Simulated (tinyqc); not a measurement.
Changing the temperature T: one anharmonic mode: perturbation theory, self-consistent phonons and exact levels. Computed by tinyqc, a small Python program. Command: `OMP_NUM_THREADS=1 python tinyqc.py 3002958 3002959 out.jsonl scp sweep`. One thread of a shared host (Intel(R) Xeon(R) Processor @ 2.30GHz), about 0.06 s of CPU time with the checks.

V(x) = k x^2/2 + b x^4 for one coordinate x of mass M. A constant K > 0 gives hbar Omega = sqrt((hbar^2/u) K/M) with K in eV/angstrom^2 and M in u.

Inputs (values chosen for the exercise, for a model mode):
```
quantity             value           unit
mode mass M           35.1              u
harmonic constant k   -7.2  eV/angstrom^2
quartic constant b     991  eV/angstrom^4
mixing                0.25              -
```

Shape: double well.

Constants: hbar^2/u = 4.18015928e-03 eV angstrom^2; k_B = 8.617333262e-05 eV/K.

Method:
- Self-consistent phonon, centred at x = 0: K = k + 12 b <x^2>, <x^2> = (hbar Omega/(2K)) coth(hbar Omega/(2 k_B T)).
- Start at K = |k|; K(new) = K + mixing x (K_out - K), but at least K/20; stop when |K_out - K| < 1e-9 |k| or after 90 steps.
- Its free energy is F = k_B T ln[2 sinh(hbar Omega/(2 k_B T))] + (k - K)<x^2>/2 + 3 b <x^2>^2, an upper bound to the exact one.
- Basis: oscillator states n of the constant |k|, with x = s (a + a+), s^2 = hbar Omega/(2|k|); H = hbar Omega (n + 1/2) + (k - |k|) x^2/2 + b x^4, with exact matrix elements of x^2 and x^4.
- Exact values use 120 basis states: F = -k_B T ln sum exp(-E_n/(k_B T)), and <x^2> is the Boltzmann mean.

One run for each value; columns: (1) temperature T (K); (2) self-consistent quantum (meV); (3) self-consistent <x^2> (angstrom^2); (4) exact <x^2> (angstrom^2); (5) self-consistent free energy (meV); (6) exact free energy (meV):
```
(1)     (2)        (3)        (4)      (5)      (6)
35   37.390  0.0015926  0.0017338   11.155   10.491
52   37.398  0.0015930  0.0017350   11.154   10.488
77   37.507  0.0015988  0.0017478   11.131   10.450
120  38.224  0.0016371  0.0018187   10.884   10.099
170  39.660  0.0017161  0.0019502   10.063    9.053
260  42.614  0.0018877  0.0022095    7.091    5.556
380  46.255  0.0021162  0.0025250    0.675   -1.594
560  50.808  0.0024282  0.0029278  -12.835  -16.156
840  56.368  0.0028489  0.0034468  -40.415  -45.258
```

Over the rows, self-consistent quantum (meV) rises from 37.4 to 56.4 (exponent d ln y / d ln x 5.3e-4 between the first rows and 0.26 between the last); self-consistent <x^2> (angstrom^2) rises from 0.00159 to 0.00285 (exponent d ln y / d ln x 6.5e-4 between the first rows and 0.39 between the last); exact <x^2> (angstrom^2) rises from 0.00173 to 0.00345 (exponent d ln y / d ln x 0.0017 between the first rows and 0.40 between the last). At the low end the exponent of self-consistent quantum is 0.00, close to 0: zero-point motion sets the spread, or the mode is nearly harmonic. Heating widens the self-consistent distribution, and the quartic term then stiffens the mode: the way a soft mode is stabilised at high temperature.
